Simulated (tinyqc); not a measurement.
Rate against the binding of B: microkinetic model of a Langmuir-Hinshelwood surface reaction A + (1/2) B2 = AB with Bronsted-Evans-Polanyi barriers. Computed by tinyqc, a small Python program. Command: `OMP_NUM_THREADS=1 python tinyqc.py 3023909 3023910 out.jsonl microkin walk`. One thread of a shared host (Intel(R) Xeon(R) Processor @ 2.30GHz), about 0.01 s of CPU time with the checks.

A adsorbs in equilibrium; B2 dissociates irreversibly on two free sites; adsorbed A and B react irreversibly and AB leaves at once. theta_A + theta_B + theta_* = 1.

Inputs (values chosen for the exercise, for a model catalyst):

| quantity | value | unit |
|---|---|---|
| adsorption energy of A, E_A | -1.06 | eV |
| entropy loss of A, S_A | 1.7 | meV/K |
| entropy loss of B2, S_B | 2 | meV/K |
| slope a1 of the dissociation barrier | 0.51 | - |
| intercept b1 | 1.4 | eV |
| slope a2 of the reaction barrier | 0.48 | - |
| intercept b2 | 0.36 | eV |
| pressure p_A | 0.0087 | bar |
| pressure p_B | 0.11 | bar |
| temperature T | 625 | K |

Constants: k_B = 8.617333262e-05 eV/K; hbar = 6.582119569e-16 eV s.

Method. K_A = exp(-(E_A + T S_A)/(k_B T)) per bar; barriers E1 = max(b1 + a1 2 E_B, 0), E2 = b2 - a2 (E_A + E_B); k1 = (k_B T/h) exp(-S_B/k_B) exp(-E1/(k_B T)) per bar, k2 = (k_B T/h) exp(-E2/(k_B T)), h = 2 pi hbar. theta_A = K_A p_A theta_*; 2 k1 p_B theta_*^2 = k2 theta_A theta_B, so theta_B = w theta_* with w = 2 k1 p_B/(k2 K_A p_A); theta_* = 1/(1 + K_A p_A + w); rate r = k2 theta_A theta_B.

Changing E_B at fixed E_A:

| E_B (eV) | E1 (eV) | E2 (eV) | theta_* | theta_A | theta_B | log10 r |
|---|---|---|---|---|---|---|
| -2.40 | 0 | 2.0208 | 2.2987e-08 | 1.9091e-10 | 1.0000e+00 | -12.899 |
| -2.10 | 0 | 1.8768 | 3.3315e-07 | 2.7670e-09 | 1.0000e+00 | -10.577 |
| -1.80 | 0 | 1.7328 | 4.8284e-06 | 4.0102e-08 | 1.0000e+00 | -8.255 |
| -1.50 | 0 | 1.5888 | 6.9975e-05 | 5.8117e-07 | 9.9993e-01 | -5.933 |
| -1.25 | 0.125 | 1.4688 | 6.5717e-03 | 5.4581e-05 | 9.9337e-01 | -2.995 |
| -1.00 | 0.380 | 1.3488 | 8.6852e-01 | 7.2134e-03 | 1.2426e-01 | -0.809 |
| -0.75 | 0.635 | 1.2288 | 9.9163e-01 | 8.2359e-03 | 1.3429e-04 | -2.750 |
| -0.50 | 0.890 | 1.1088 | 9.9176e-01 | 8.2370e-03 | 1.2713e-07 | -4.806 |
| -0.25 | 1.145 | 0.9888 | 9.9176e-01 | 8.2370e-03 | 1.2033e-10 | -6.862 |
| 0.00 | 1.400 | 0.8688 | 9.9176e-01 | 8.2370e-03 | 1.1390e-13 | -8.919 |

What follows from these numbers?

The rate is highest at E_B = -1 eV among these rows, where theta_B = 0.12. On the weak-binding side log10 r falls by 8.2 per eV, from the dissociation barrier (2 a1/(k_B T ln 10) = 8.2). On the strong-binding side B fills the surface and the rate falls again: the Sabatier volcano.

Extremes, crossings and ranges named in words are read from the listed rows.
